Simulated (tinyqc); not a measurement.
## Ten-year voltage from two stress tests

Problem. Lifetimes follow tau = t0 exp(B/Vd). Ten years are 3.15576e8 s. Find B, t0 and the drain voltage for ten years.

lifetimes at Vd = 2.4 and 2.7 V (s): 3.8e5  1014.34727

Answer. ln(tau) is linear in 1/Vd.

B = 128 V
t0 = 2.61e-18 s
ten-year voltage = 2.13 V

Program tinyqc, `OMP_NUM_THREADS=1 python tinyqc.py 2550135 2550136 out.jsonl`; Intel Xeon 2.30GHz, shared host, one thread, about 0.01 s.
